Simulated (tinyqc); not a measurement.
Solubility, supersaturation, precipitation and gettering of an impurity in a silicon-like host: one step, computed by the program tinyqc. Command: `OMP_NUM_THREADS=1 python tinyqc.py 3028439 3028440 out.jsonl ripen walk`. One thread of a shared host (Intel(R) Xeon(R) Processor @ 2.30GHz), about 0.01 s of CPU time with the checks.

The wafer was saturated at T1 and is then held at T.

Task: Growing precipitates. Growing sinks: with y = r/r_f and y0 = r0/r_f, dy/dt = (1 - y^3)/(3 tau_f y), which integrates to t/tau_f = F(y) - F(y0), F(y) = (1/2) ln[(1 + y + y^2)/(1 - y)^2] - sqrt(3) arctan[(2y + 1)/sqrt(3)]; the share of the excess left is (1 - y^3)/(1 - y0^3), and C(t) = C_eq + (C0 - C_eq) x share.

Inputs (values chosen for the exercise, modelled on nickel in silicon): temperature of saturation T1 = 1200 K; anneal temperature T = 917 K; initial sink radius r0 = 54 nm; anneal time t = 6.4 s.

final radius r_f = 147.6154 nm

tau_f = 3.274717 s

C_eq(T) = 5.037124e+14 1/cm^3

C0 = 8.046317e+16 1/cm^3

Give: radius at t; share of the excess left; C(t) with growing sinks.

Result:

radius at t = 135.69 nm

share of the excess left = 0.23488

C(t) with growing sinks = 1.9284e+16 1/cm^3

76.5 % of the excess has precipitated. Caution: the barrier to homogeneous nucleation is below 35 k_B T for these inputs, so new precipitates would form and outnumber the fixed sinks assumed here.
